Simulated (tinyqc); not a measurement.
UHF in the 3-21g basis, for H2-, spin multiplicity 2, step by step. The basis has no diffuse functions, so it cannot describe the extra electron: this is an exercise in the method, not the real anion. Computed by tinyqc, a small Python program that keeps every step (integrals from PySCF). Settings: charge = -1, multiplicity = 2, basis = 3-21g, energy threshold = 1e-09, iteration cap = 75, orthogonalisation = symmetric, start = Wolfsberg-Helmholz matrix, DIIS depth = 0, method = UHF. Command: `OMP_NUM_THREADS=1 python tinyqc.py 21414 21415 out.jsonl` (the two numbers bound the seeds that draw the settings). One thread of a shared host (Intel(R) Xeon(R) Processor @ 2.60GHz), about 0.07 s of CPU time with the checks. Later iterations appear only in the table of the cycle.

## One-electron integrals

Geometry (angstrom):
```
atom        x        y        z
H     0.00000  0.00000  0.00000
H     0.00000  0.00000  0.91800
```

Basis 3-21g: exponents (1/bohr^2) and contraction coefficients of normalised primitives:
```
element  l (shell)  exponent  coefficient
H            s (1)   5.44718      0.15628
H            s (1)   0.82455      0.90469
H            s (2)   0.18319      1.00000
```

Overlap, kinetic and nuclear-attraction integrals over the contracted functions; the nuclear repulsion is the sum of Za Zb / Rab.

nuclear repulsion = 0.5764458 hartree

overlap S, lower triangle:
```
         1H 1s    1H 2s    2H 1s    2H 2s
1H 1s  1.00000
1H 2s  0.64590  1.00000
2H 1s  0.25490  0.40974  1.00000
2H 2s  0.40974  0.75908  0.64590  1.00000
```

kinetic energy T (hartree), lower triangle:
```
         1H 1s    1H 2s    2H 1s    2H 2s
1H 1s  1.54940
1H 2s  0.29315  0.27479
2H 1s  0.03327  0.12939  1.54940
2H 2s  0.12939  0.17025  0.29315  0.27479
```

nuclear attraction V (hartree), lower triangle:
```
          1H 1s     1H 2s     2H 1s     2H 2s
1H 1s  -2.29659
1H 2s  -1.15012  -1.18016
2H 1s  -0.54133  -0.75390  -2.29659
2H 2s  -0.75390  -0.94902  -1.15012  -1.18016
```

core Hamiltonian H = T + V (hartree), lower triangle:
```
          1H 1s     1H 2s     2H 1s     2H 2s
1H 1s  -0.74719
1H 2s  -0.85697  -0.90537
2H 1s  -0.50806  -0.62451  -0.74719
2H 2s  -0.62451  -0.77877  -0.85697  -0.90537
```

## Two-electron integrals

Functions are numbered as in S; the eight-fold symmetry (ij|kl) = (ji|kl) = (kl|ij) leaves the list below.

Two-electron integrals (ij|kl) in chemists' order, unique and non-zero (hartree):
```
(11|11) 1.14014   (21|11) 0.61140   (21|21) 0.34515   (22|11) 0.62637
(22|21) 0.38033   (22|22) 0.48296   (31|11) 0.22431   (31|21) 0.12930
(31|22) 0.14672   (31|31) 0.06728   (32|11) 0.25818   (32|21) 0.15832
(32|22) 0.20269   (32|31) 0.08887   (32|32) 0.13825   (33|11) 0.56562
(33|21) 0.35571   (33|22) 0.47639   (33|31) 0.22431   (33|32) 0.37913
(33|33) 1.14014   (41|11) 0.37913   (41|21) 0.21513   (41|22) 0.23912
(41|31) 0.08887   (41|32) 0.11157   (41|33) 0.25818   (41|41) 0.13825
(42|11) 0.44107   (42|21) 0.27010   (42|22) 0.35043   (42|31) 0.11976
(42|32) 0.17775   (42|33) 0.44107   (42|41) 0.17775   (42|42) 0.27828
(43|11) 0.35571   (43|21) 0.22227   (43|22) 0.29758   (43|31) 0.12930
(43|32) 0.21513   (43|33) 0.61140   (43|41) 0.15832   (43|42) 0.27010
(43|43) 0.34515   (44|11) 0.47639   (44|21) 0.29758   (44|22) 0.40715
(44|31) 0.14672   (44|32) 0.23912   (44|33) 0.62637   (44|41) 0.20269
(44|42) 0.35043   (44|43) 0.38033   (44|44) 0.48296
```

## Orthogonalisation

S = U s U^T; symmetric (Loewdin) form X = U s^(-1/2) U^T, so that X^T S X = 1.

eigenvalues of S: 0.14758  0.42167  0.83844  2.59230

X, lower triangle:
```
          1H 1s     1H 2s     2H 1s    2H 2s
1H 1s   1.24175
1H 2s  -0.48169   1.68637
2H 1s  -0.05450   0.03481   1.24175
2H 2s   0.03481  -0.71255  -0.48169  1.68637
```

## Starting guess

The start is the generalised Wolfsberg-Helmholz matrix (K = 1.75) built on H; D(s) = C_occ C_occ^T for each spin.

D(alpha) at the start, lower triangle:
```
          1H 1s     1H 2s    2H 1s    2H 2s
1H 1s   0.54269
1H 2s   0.28274   0.25829
2H 1s  -0.47950  -0.13489  0.54269
2H 2s  -0.13489   0.08767  0.28274  0.25829
```

D(beta) at the start, lower triangle:
```
         1H 1s    1H 2s    2H 1s    2H 2s
1H 1s  0.03159
1H 2s  0.07392  0.17298
2H 1s  0.03159  0.07392  0.03159
2H 2s  0.07392  0.17298  0.07392  0.17298
```

## Iteration 1: building the Fock matrix

J_ij = sum D_kl (ij|kl) with D = D(alpha) + D(beta), K_ij = sum D_kl (ik|jl) for each spin; F = H + J - K(s); E = tr D H + tr D J / 2 - 0.5 sum_s tr D(s) K(s) + E_nn.

Coulomb J (hartree), lower triangle:
```
         1H 1s    1H 2s    2H 1s    2H 2s
1H 1s  2.09630
1H 2s  1.23194  1.49810
2H 1s  0.54914  0.80551  2.09630
2H 2s  0.80551  1.18862  1.23194  1.49810
```

exchange K(alpha) (hartree), lower triangle:
```
         1H 1s    1H 2s    2H 1s    2H 2s
1H 1s  0.86154
1H 2s  0.59345  0.55659
2H 1s  0.15021  0.36926  0.86154
2H 2s  0.36926  0.47426  0.59345  0.55659
```

exchange K(beta) (hartree), lower triangle:
```
         1H 1s    1H 2s    2H 1s    2H 2s
1H 1s  0.38906
1H 2s  0.37896  0.43060
2H 1s  0.26970  0.33589  0.38906
2H 2s  0.33589  0.40950  0.37896  0.43060
```

F(alpha) (hartree), lower triangle:
```
          1H 1s     1H 2s     2H 1s    2H 2s
1H 1s   0.48758
1H 2s  -0.21847   0.03613
2H 1s  -0.10913  -0.18827   0.48758
2H 2s  -0.18827  -0.06440  -0.21847  0.03613
```

F(beta) (hartree), lower triangle:
```
          1H 1s     1H 2s     2H 1s    2H 2s
1H 1s   0.96005
1H 2s  -0.00399   0.16213
2H 1s  -0.22863  -0.15489   0.96005
2H 2s  -0.15489   0.00035  -0.00399  0.16213
```

total energy of this density = -0.4780809 hartree

## Iteration 1: diagonalisation and new density

Diagonalise F' = X^T F X, C = X C', fill 2 alpha and 1 beta electrons from the bottom; D(s) = C_occ C_occ^T. Each column has its largest component positive (the first on a tie).

F' = X^T F X (alpha) (hartree), lower triangle:
```
          1         2         3        4
1   1.01463
2  -0.68301   0.60770
3  -0.05524  -0.05695   1.01463
4  -0.05695  -0.20493  -0.68301  0.60770
```

orbital energies (alpha) (hartree): MO1 -0.10949, MO2 0.30211, MO3 1.47165, MO4 1.58039

coefficients C (alpha):
```
           MO1       MO2       MO3       MO4
1H 1s  0.21804   0.29620   0.87011  -0.94116
1H 2s  0.38631   1.08382  -0.65175   1.35504
2H 1s  0.21804  -0.29620   0.87011   0.94116
2H 2s  0.38631  -1.08382  -0.65175  -1.35504
```

F' = X^T F X (beta) (hartree), lower triangle:
```
          1         2         3        4
1   1.53519
2  -0.58048   0.65629
3  -0.30317  -0.09371   1.53519
4  -0.09371  -0.21786  -0.58048  0.65629
```

orbital energies (beta) (hartree): MO1 0.05294, MO2 0.67114, MO3 1.61752, MO4 2.04136

coefficients C (beta):
```
           MO1       MO2       MO3       MO4
1H 1s  0.14240   0.01571   0.88564  -0.98654
1H 2s  0.44093   1.42503  -0.61611   0.99000
2H 1s  0.14240  -0.01571   0.88564   0.98654
2H 2s  0.44093  -1.42503  -0.61611  -0.99000
```

D(alpha) after iteration 1, lower triangle:
```
          1H 1s     1H 2s    2H 1s    2H 2s
1H 1s   0.13527
1H 2s   0.40525   1.32390
2H 1s  -0.04019  -0.23679  0.13527
2H 2s  -0.23679  -1.02543  0.40525  1.32390
```

D(beta) after iteration 1, lower triangle:
```
         1H 1s    1H 2s    2H 1s    2H 2s
1H 1s  0.02028
1H 2s  0.06279  0.19442
2H 1s  0.02028  0.06279  0.02028
2H 2s  0.06279  0.19442  0.06279  0.19442
```

## Iteration 2: building the Fock matrix

As before.

Coulomb J (hartree), lower triangle:
```
         1H 1s    1H 2s    2H 1s    2H 2s
1H 1s  1.88117
1H 2s  1.12684  1.41554
2H 1s  0.49382  0.73363  1.88117
2H 2s  0.73363  1.11602  1.12684  1.41554
```

exchange K(alpha) (hartree), lower triangle:
```
         1H 1s    1H 2s    2H 1s    2H 2s
1H 1s  0.67085
1H 2s  0.55566  0.57019
2H 1s  0.21563  0.35243  0.67085
2H 2s  0.35243  0.45742  0.55566  0.57019
```

exchange K(beta) (hartree), lower triangle:
```
         1H 1s    1H 2s    2H 1s    2H 2s
1H 1s  0.36300
1H 2s  0.36544  0.42993
2H 1s  0.25288  0.32407  0.36300
2H 2s  0.32407  0.40865  0.36544  0.42993
```

F(alpha) (hartree), lower triangle:
```
          1H 1s     1H 2s     2H 1s     2H 2s
1H 1s   0.46313
1H 2s  -0.28578  -0.06003
2H 1s  -0.22988  -0.24331   0.46313
2H 2s  -0.24331  -0.12017  -0.28578  -0.06003
```

F(beta) (hartree), lower triangle:
```
          1H 1s     1H 2s     2H 1s    2H 2s
1H 1s   0.77098
1H 2s  -0.09556   0.08023
2H 1s  -0.26713  -0.21496   0.77098
2H 2s  -0.21496  -0.07139  -0.09556  0.08023
```

total energy of this density = -0.8698054 hartree

## Iteration 2: diagonalisation and new density

As before.

F' = X^T F X (alpha) (hartree), lower triangle:
```
          1         2         3        4
1   1.04578
2  -0.72231   0.48621
3  -0.19156  -0.04041   1.04578
4  -0.04041  -0.15001  -0.72231  0.48621
```

orbital energies (alpha) (hartree): MO1 -0.21029, MO2 0.19158, MO3 1.40070, MO4 1.68198

coefficients C (alpha):
```
           MO1       MO2       MO3       MO4
1H 1s  0.23209   0.19471   0.86647  -0.96727
1H 2s  0.37571   1.22142  -0.65792   1.23245
2H 1s  0.23209  -0.19471   0.86647   0.96727
2H 2s  0.37571  -1.22142  -0.65792  -1.23245
```

F' = X^T F X (beta) (hartree), lower triangle:
```
          1         2         3        4
1   1.33317
2  -0.58598   0.61644
3  -0.29169  -0.10621   1.33317
4  -0.10621  -0.23718  -0.58598  0.61644
```

orbital energies (beta) (hartree): MO1 -0.05694, MO2 0.62370, MO3 1.47768, MO4 1.85477

coefficients C (beta):
```
           MO1       MO2       MO3       MO4
1H 1s  0.18025   0.06675   0.87872  -0.98441
1H 2s  0.41410   1.37188  -0.63445   1.06243
2H 1s  0.18025  -0.06675   0.87872   0.98441
2H 2s  0.41410  -1.37188  -0.63445  -1.06243
```

D(alpha) after iteration 2, lower triangle:
```
          1H 1s     1H 2s    2H 1s    2H 2s
1H 1s   0.09178
1H 2s   0.32502   1.63302
2H 1s   0.01596  -0.15062  0.09178
2H 2s  -0.15062  -1.35071  0.32502  1.63302
```

D(beta) after iteration 2, lower triangle:
```
         1H 1s    1H 2s    2H 1s    2H 2s
1H 1s  0.03249
1H 2s  0.07464  0.17148
2H 1s  0.03249  0.07464  0.03249
2H 2s  0.07464  0.17148  0.07464  0.17148
```

## Iteration 3: building the Fock matrix

As before.

Coulomb J (hartree), lower triangle:
```
         1H 1s    1H 2s    2H 1s    2H 2s
1H 1s  1.85958
1H 2s  1.11578  1.40569
2H 1s  0.48904  0.72640  1.85958
2H 2s  0.72640  1.10739  1.11578  1.40569
```

exchange K(alpha) (hartree), lower triangle:
```
         1H 1s    1H 2s    2H 1s    2H 2s
1H 1s  0.62825
1H 2s  0.54015  0.56621
2H 1s  0.23539  0.35212  0.62825
2H 2s  0.35212  0.45136  0.54015  0.56621
```

exchange K(beta) (hartree), lower triangle:
```
         1H 1s    1H 2s    2H 1s    2H 2s
1H 1s  0.39091
1H 2s  0.37989  0.43060
2H 1s  0.27089  0.33670  0.39091
2H 2s  0.33670  0.40952  0.37989  0.43060
```

F(alpha) (hartree), lower triangle:
```
          1H 1s     1H 2s     2H 1s     2H 2s
1H 1s   0.48413
1H 2s  -0.28134  -0.06590
2H 1s  -0.25442  -0.25024   0.48413
2H 2s  -0.25024  -0.12273  -0.28134  -0.06590
```

F(beta) (hartree), lower triangle:
```
          1H 1s     1H 2s     2H 1s    2H 2s
1H 1s   0.72147
1H 2s  -0.12107   0.06971
2H 1s  -0.28992  -0.23481   0.72147
2H 2s  -0.23481  -0.08089  -0.12107  0.06971
```

total energy of this density = -0.8964924 hartree

## Iteration 3: diagonalisation and new density

As before.

F' = X^T F X (alpha) (hartree), lower triangle:
```
          1         2         3        4
1   1.07397
2  -0.71521   0.46540
3  -0.22378  -0.04532   1.07397
4  -0.04532  -0.13575  -0.71521  0.46540
```

orbital energies (alpha) (hartree): MO1 -0.21392, MO2 0.19443, MO3 1.39376, MO4 1.70448

coefficients C (alpha):
```
           MO1       MO2       MO3       MO4
1H 1s  0.23107   0.16351   0.86674  -0.97303
1H 2s  0.37648   1.26041  -0.65747   1.19254
2H 1s  0.23107  -0.16351   0.86674   0.97303
2H 2s  0.37648  -1.26041  -0.65747  -1.19254
```

F' = X^T F X (beta) (hartree), lower triangle:
```
          1         2         3        4
1   1.28548
2  -0.59317   0.61998
3  -0.30178  -0.11346   1.28548
4  -0.11346  -0.23466  -0.59317  0.61998
```

orbital energies (beta) (hartree): MO1 -0.08285, MO2 0.61737, MO3 1.45187, MO4 1.82453

coefficients C (beta):
```
           MO1       MO2       MO3       MO4
1H 1s  0.20026   0.07899   0.87437  -0.98350
1H 2s  0.39951   1.35855  -0.64374   1.07941
2H 1s  0.20026  -0.07899   0.87437   0.98350
2H 2s  0.39951  -1.35855  -0.64374  -1.07941
```

D(alpha) after iteration 3, lower triangle:
```
          1H 1s     1H 2s    2H 1s    2H 2s
1H 1s   0.08013
1H 2s   0.29308   1.73038
2H 1s   0.02666  -0.11909  0.08013
2H 2s  -0.11909  -1.44691  0.29308  1.73038
```

D(beta) after iteration 3, lower triangle:
```
         1H 1s    1H 2s    2H 1s    2H 2s
1H 1s  0.04010
1H 2s  0.08000  0.15961
2H 1s  0.04010  0.08000  0.04010
2H 2s  0.08000  0.15961  0.08000  0.15961
```

## Iteration 14 (converged): orbitals

converged F(alpha) (hartree), lower triangle:
```
          1H 1s     1H 2s     2H 1s     2H 2s
1H 1s   0.50697
1H 2s  -0.27233  -0.06738
2H 1s  -0.25827  -0.24857   0.50697
2H 2s  -0.24857  -0.12333  -0.27233  -0.06738
```

converged F(beta) (hartree), lower triangle:
```
          1H 1s     1H 2s     2H 1s    2H 2s
1H 1s   0.68844
1H 2s  -0.13735   0.06696
2H 1s  -0.30813  -0.24815   0.68844
2H 2s  -0.24815  -0.08345  -0.13735  0.06696
```

As before.

F' = X^T F X (alpha) (hartree), lower triangle:
```
          1         2         3        4
1   1.09887
2  -0.70856   0.45359
3  -0.23366  -0.04667   1.09887
4  -0.04667  -0.13142  -0.70856  0.45359
```

orbital energies (alpha) (hartree): MO1 -0.20886, MO2 0.19864, MO3 1.39624, MO4 1.71889

coefficients C (alpha):
```
           MO1       MO2       MO3       MO4
1H 1s  0.22439   0.14666   0.86849  -0.97571
1H 2s  0.38153   1.28085  -0.65456   1.17057
2H 1s  0.22439  -0.14666   0.86849   0.97571
2H 2s  0.38153  -1.28085  -0.65456  -1.17057
```

F' = X^T F X (beta) (hartree), lower triangle:
```
          1         2         3        4
1   1.25404
2  -0.59839   0.62637
3  -0.31221  -0.11889   1.25404
4  -0.11889  -0.23054  -0.59839  0.62637
```

orbital energies (beta) (hartree): MO1 -0.09865, MO2 0.61516, MO3 1.43630, MO4 1.80800

coefficients C (beta):
```
           MO1       MO2       MO3       MO4
1H 1s  0.21633   0.08651   0.87054  -0.98287
1H 2s  0.38758   1.35026  -0.65099   1.08977
2H 1s  0.21633  -0.08651   0.87054   0.98287
2H 2s  0.38758  -1.35026  -0.65099  -1.08977
```

D(alpha) after iteration 14, lower triangle:
```
          1H 1s     1H 2s    2H 1s    2H 2s
1H 1s   0.07186
1H 2s   0.27346   1.78614
2H 1s   0.02884  -0.10223  0.07186
2H 2s  -0.10223  -1.49500  0.27346  1.78614
```

D(beta) after iteration 14, lower triangle:
```
         1H 1s    1H 2s    2H 1s    2H 2s
1H 1s  0.04680
1H 2s  0.08385  0.15022
2H 1s  0.04680  0.08385  0.04680
2H 2s  0.08385  0.15022  0.08385  0.15022
```

## Convergence

Stop when the energy changes by less than 1e-09 hartree and every element of the error matrix X^T (F D S - S D F) X (for each spin) is below 9e-06.

Course of the cycle:
```
iteration  E (hartree)     change  largest element of the error matrix
1           -0.4780809          -                             3.07e-01
2           -0.8698054  -3.92e-01                             9.16e-02
3           -0.8964924  -2.67e-02                             2.52e-02
4           -0.8997509  -3.26e-03                             1.08e-02
5           -0.9002547  -5.04e-04                             4.74e-03
6           -0.9003445  -8.98e-05                             2.09e-03
7           -0.9003616  -1.71e-05                             9.26e-04
8           -0.9003650  -3.34e-06                             4.11e-04
9           -0.9003656  -6.59e-07                             1.82e-04
10          -0.9003658  -1.30e-07                             8.11e-05
11          -0.9003658  -2.58e-08                             3.61e-05
12          -0.9003658  -5.12e-09                             1.61e-05
13          -0.9003658  -1.01e-09                             7.15e-06
14          -0.9003658  -2.01e-10                             3.18e-06
```

PySCF UHF in the same basis, after a stability check = -0.9003658 hartree

Converged in 14 iterations.

## Populations, bond orders and dipole

Mulliken: Z minus the diagonal of D S on the atom; Loewdin: the same with S^(1/2) D S^(1/2); Mayer order: 2 sum_s sum (D(s) S)_ij (D(s) S)_ji over the two atoms.

Charges (e):
```
atom  Mulliken   Loewdin  Mulliken spin
1H    -0.50000  -0.50000        0.50000
2H    -0.50000  -0.50000        0.50000
```

Mayer bond orders:
```
pair    order
2-1   0.37130
```

dipole moment about the origin, x y z (debye): 0.00000  0.00000  -2.20467

<S^2> of the determinant (pure state: 0.75) = 0.75009
